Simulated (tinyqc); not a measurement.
# Scale length and length offset from two DIBL values

Problem. DIBL = exp(-Le/(2 l)) + 2 exp(-Le/l) with Le = L - dL. Find l, dL and the drawn length for a DIBL of 100 mV/V.

DIBL at drawn lengths 120 and 190 nm (mV/V): 66.256397  11.439001

Answer. With e = exp(-Le/(2 l)), 2 e^2 + e = DIBL gives e and so Le/l at each length; Le/l is a straight line in L with slope 1/l.

l = 21.0 nm
dL = 1.30 nm
length for 100 mV/V = 105 nm

Numbers from tinyqc (`OMP_NUM_THREADS=1 python tinyqc.py 2002090 2002091 out.jsonl`; about 0.01 s on one thread of a shared Intel Xeon 2.30GHz).
